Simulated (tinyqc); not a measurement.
Programming of a floating-gate cell by Fowler-Nordheim tunnelling: two steps of the calculation.

Per tunnel area the floating gate has Ctun = 3.9 eps0/tox to the channel (0 V) and Ccg to the control gate, Ct = Ctun/(1 - ag), no other coupling. With the threshold shift U = -Q/Ccg the field is F = ag (Vg - U)/tox, and dU/dt = J/Ccg. Fowler-Nordheim: J = A F^2 exp(-B/F), A = q^2/(16 pi^2 hbar mo phi) (times 1e14 for A/cm^2 with F in V/nm, emitter mass m0), B = (4/3) sqrt(mo/C) phi^1.5, C = hbar^2/(2 m0).

Parameters, values chosen for the exercise; oxide values close to those of silicon dioxide:
```
symbol  value  unit                       meaning
phi      3.18    eV                tunnel barrier
mo       0.49    m0               tunnelling mass
tox       6.2    nm        tunnel oxide thickness
ag       0.67               coupling ratio Ccg/Ct
ar        490  nm^2                   tunnel area
Vt0      -1.9     V  threshold shift at the start
Vg        9.2     V          control-gate voltage
dt        8.4    us                     time step
n          10                               steps
```

Constants: q = 1.602176634e-19 C, hbar = 1.054571817e-34 J s, m0 = 9.1093837015e-31 kg, eps0 = 8.8541878128e-14 F/cm where lengths are in cm, hbar^2/(2 m0) = 0.0380998212 eV nm^2. Results are converted to the units shown.

Question 1. Constants of the cell. A, B, Ccg = ag Ct, the starting field and current, K = A B ag/(Ccg tox), and the knee time t0 = exp(B/F(0))/K.

Wanted: A; B; Ccg; F(0); J(0); K; t0; electrons for 1 V of shift.

Answer 1.

A = 9.8924e7 A cm^-2 (V/nm)^-2
B = 27.115 V/nm
Ccg = 1.1308 uF/cm^2
F(0) = 1.1995 V/nm
J(0) = 0.021675 A/cm^2
K = 2.5634e14 1/s
t0 = 25.617 us
electrons for 1 V of shift = 34.583

Question 2. Explicit time steps against the exact solution. U(new) = U + dt J(F(U))/Ccg. Exact: exp(B/F(t)) = exp(B/F(0)) + K t, K = A B ag/(Ccg tox), and U = Vg - tox F/ag.

Give: t; F; J; U by steps; U exact.

Answer 2.

```
step  t (us)  F (V/nm)  J (A/cm^2)  U by steps (V)  U exact (V)
0          0    1.1995    0.021675         -1.9000      -1.9000
1     8.4000    1.1821    0.015093         -1.7390      -1.7625
2     16.800    1.1700    0.011659         -1.6269      -1.6578
3     25.200    1.1606   0.0095175         -1.5403      -1.5735
4     33.600    1.1530   0.0080455         -1.4696      -1.5032
5     42.000    1.1465   0.0069686         -1.4098      -1.4430
6     50.400    1.1409   0.0061452         -1.3580      -1.3904
7     58.800    1.1360   0.0054948         -1.3124      -1.3438
8     67.200    1.1316   0.0049678         -1.2716      -1.3019
9     75.600    1.1276   0.0045321         -1.2347      -1.2640
10    84.000    1.1240   0.0041657         -1.2010      -1.2293
```

Range of the model: Programming fields of 10 MV/cm and more wear the oxide; trapping and the channel potential are ignored.

Computed by the program tinyqc: `OMP_NUM_THREADS=1 python tinyqc.py 2130080 2130081 out.jsonl`, one thread of a shared Intel Xeon 2.30GHz, about 0.01 s for the whole run.
